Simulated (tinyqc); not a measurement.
# Ground and coupling capacitance from two measurements

Question. A line has Cg to the planes and Cc to each of two neighbours. Find Cg, Cc, the load when both neighbours switch in antiphase, and the pulse on the line when it floats and both neighbours swing by Vx.

Parameters, values chosen for the exercise:
```
symbol,value,unit,meaning
Vx,0.7,V,swing
```

capacitance with neighbours driven alike and with neighbours grounded (aF/um): [85, 209]

Solution. Driven alike, Cc carries no charge, which leaves Cg; grounded neighbours give Cg + 2 Cc, antiphase Cg + 4 Cc; a floating line divides the swing as 2 Cc/(Cg + 2 Cc).

Cg = 85.00 aF/um
Cc = 62.00 aF/um
load in antiphase = 333.0 aF/um
pulse = 0.4153 V

Numbers from tinyqc (`OMP_NUM_THREADS=1 python tinyqc.py 2790108 2790109 out.jsonl`; about 0.5 s on one thread of a shared Intel Xeon 2.30GHz).
